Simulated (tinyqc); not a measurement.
What moves the results: Wannier function of the lower band of a two-orbital chain. A value that a table varies takes the place of the one given here.

H(k) = [[-d/2 - 2 ta cos k, -t1 - t2 exp(-ik)], [-t1 - t2 exp(ik), d/2 - 2 tb cos k]], k in 1/a, Bloch sums with exp(ikR) and without the positions inside the cell. Mesh k_j = 2 pi j/N. Projection gauge: each lower eigenvector u is multiplied by the phase that makes <trial|u> real and positive (the one-band case of Loewdin orthogonalisation). Wannier amplitudes w(R) = (1/N) sum_k exp(ikR) u(k); hoppings H(R) = (1/N) sum_k exp(-ikR) E(k).

Values chosen for the exercise: d = -0.82 eV (A at -d/2, B at +d/2); t1 = 1.24 eV (A-B in the cell); t2 = 0.96 eV (B to A of the next cell); ta = 0.33 eV (A-A between cells); tb = -0.2 eV (B-B between cells); xb = 0.65 a (position of B (A at 0)); th = 45 degrees (trial orbital cos(th) A + sin(th) B in cell 0).

## Convergence with the mesh

Centre and Omega_I from overlaps M_j = u_j^+ diag(1, exp(-i b xb)) u_(j+1), b = 2 pi/N: centre -(1/2 pi) sum arg M, Omega_I = (1/(N b^2)) sum (1 - |M|^2). Largest error of the Fourier interpolation on 41 points from 0 to pi.

Mesh:
```
N   centre (a)  Omega_I (a^2)  H(1) (eV)  largest error (meV)
3      0.57824        0.07771   -0.36170               35.659
4      0.56237        0.09099   -0.37061                5.536
6      0.55481        0.10208   -0.36919                1.134
8      0.55228        0.10673   -0.36913                0.275
12     0.55052        0.11032   -0.36913                0.014
16     0.54992        0.11164   -0.36913                0.001
24     0.54950        0.11260   -0.36913                0.000
```

How do the results move?

The interpolation error falls exponentially, from 5.5 meV at N = 4 to 0.014 at N = 12, because the hoppings decay exponentially for an isolated band (smallest gap 1.96 eV). Omega_I carries a finite-difference error and converges as a power: against the value 0.11337 on 400 points it is off by -0.00305 at N = 12 and -0.00078 at N = 24, an exponent of 1.97, near the limit 2.

## Choice of the trial orbital

N = 16. Centre, Omega_I and Omega_D from overlaps (b = 2 pi/N, M_j = u_j^+ diag(1, exp(-i b xb)) u_(j+1); Omega_D = (1/(N b^2)) sum (arg M_j + b centre)^2).

Trial angle:
```
th (deg)  smallest projection  centre (a)  Omega_I (a^2)  Omega_D (a^2)
0                       0.144      0.5499        0.11164        0.65143
15                      0.395      0.5499        0.11164        0.21165
30                      0.620      0.5499        0.11164        0.10123
45                      0.802      0.5499        0.11164        0.05219
60                      0.929      0.5499        0.11164        0.02449
75                      0.852      0.5499        0.11164        0.00770
90                      0.688      0.5499        0.11164        0.00010
```

What can be read from the table?

Omega_I is the same for all. Omega_D is smallest at 90 degrees (0.00010) and largest at 0 (0.65143). The centre does not move.

## What each parameter does

N = 24: centre (folded into [0, 1)) and Omega_I from overlaps M_j = u_j^+ diag(1, exp(-i b xb)) u_(j+1), b = 2 pi/N: centre = -(1/2 pi) Im ln prod M_j, Omega_I = mean(1 - |M_j|^2)/b^2; and the first two hoppings H(R). Each row changes one parameter from the base and keeps the others.

Results:
```
case             centre (a)  Omega_I (a^2)  H(1) (eV)  H(2) (eV)
base                 0.5495         0.1126    -0.3691     0.0072
d = -0.52 eV         0.5339         0.1294    -0.4057     0.0155
t1 = 1.39 eV         0.5237         0.1170    -0.3925     0.0112
t2 = 0.86 eV         0.5320         0.1117    -0.3371     0.0013
ta = 0.43 eV         0.5519         0.1115    -0.3995    -0.0058
xb = 0.7 a           0.5833         0.1196    -0.3691     0.0072
th = 55 degrees      0.5495         0.1126    -0.3691     0.0072
```

What can be read from the table?

The largest shifts from the base row, up to three for each result and ties (the steps differ in size, so this ranks the rows, not the parameters). centre (a): xb +0.0338, t1 -0.0258, t2 -0.0175; unchanged at the printed digits by th. Omega_I (a^2): d +0.0168, xb +0.0070, t1 +0.0044; unchanged at the printed digits by th. H(1) (eV): d -0.0366, t2 +0.0320, ta -0.0304; unchanged at the printed digits by xb and th. H(2) (eV): ta -0.0130, d +0.0083, t2 -0.0059; unchanged at the printed digits by xb and th. The trial angle is a choice of gauge and moves none of these; xb enters the position operator alone, so it leaves the hoppings.

Computed by tinyqc, a small Python program: `OMP_NUM_THREADS=1 python tinyqc.py 1481014 1481015 out.jsonl` (the numbers bound the seed that draws the inputs); one thread of a shared host (Intel(R) Xeon(R) Processor @ 2.30GHz), about 0.2 s for the whole set of steps.
